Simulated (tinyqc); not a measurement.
Field dependence: Hall factor, magnetoresistance and optical conductivity for a power-law relaxation time. Computed by tinyqc, a small Python program. Command: `OMP_NUM_THREADS=1 python tinyqc.py 3008529 3008530 out.jsonl magneto walk`. One thread of a shared host (Intel(R) Xeon(R) Processor @ 2.30GHz), about 0.01 s of CPU time with the checks.

One spherical parabolic band, tau(E) = tau_0 x^s with x = E/(k_B T). Landau quantisation is left out.

Inputs (values chosen for the exercise, with a mass close to that of electrons in GaN):
```
quantity                 value  unit
effective mass m           0.2   m_0
exponent s               -0.25     -
tau_0                      660    fs
reduced Fermi level eta     -8     -
temperature T              350     K
```

Constants: m_0 = 9.1093837015e-31 kg; k_B = 1.380649e-23 J/K; hbar = 1.054571817e-34 J s; e = 1.602176634e-19 C.

Method:
- <y> = int y x^(3/2) f (1 - f) dx / int x^(3/2) f (1 - f) dx, f = 1/(1 + exp(x - eta)).
- Integrals over x = E/(k_B T) use 160 Gauss-Legendre points in u = sqrt(x) from 0 to sqrt(max(eta, 0) + 45).
- n = (2 m k_B T)^(3/2)/(3 pi^2 hbar^3) int x^(3/2) f (1 - f) dx; moments in units of tau_0.
- mu = e <tau>/m; weak field r_H = <tau^2>/<tau>^2 and MR = c (mu B)^2, c = <tau^3>/<tau>^3 - r_H^2; strong field r_H = 1 and MR = <tau> <1/tau> - 1.
- With w_c = e B/m: sigma_xx = (n e^2/m) <tau/(1 + w_c^2 tau^2)>, sigma_xy = (n e^2/m) <w_c tau^2/(1 + w_c^2 tau^2)>; r_H = (n e/B) sigma_xy/(sigma_xx^2 + sigma_xy^2); MR = sigma_0 sigma_xx/(sigma_xx^2 + sigma_xy^2) - 1, sigma_0 = n e^2 <tau>/m.

drift mobility mu = 4946.76 cm^2/(V s)

saturation MR = 3.11937 %

Against the field:
```
B (T)        mu B     r_H      MR (%)
0.061  3.0175e-02  1.0355  4.0244e-03
0.2    9.8935e-02  1.0350  4.2467e-02
0.61   3.0175e-01  1.0310  3.4206e-01
1.2    5.9361e-01  1.0234  9.5995e-01
2      9.8935e-01  1.0152  1.6711e+00
4      1.9787e+00  1.0060  2.5298e+00
8.1    4.0069e+00  1.0017  2.9462e+00
20     9.8935e+00  1.0003  3.0893e+00
81     4.0069e+01  1.0000  3.1175e+00
```

What does the comparison show, and why?

r_H falls from 1.035 to 1.000, so a strong-field measurement gives n directly; half of the fall is done between 0.594 and 0.989 in mu B. MR starts as B^1.98 and reaches 100 % of its saturation value in the last row. It arises only because carriers of different energy have different Hall angles, which one Hall field cannot cancel. Above 52 T hbar w_c exceeds k_B T and mu B exceeds 1, and Landau quantisation replaces this picture.

Extremes, crossings and ranges named in words are read from the listed rows.
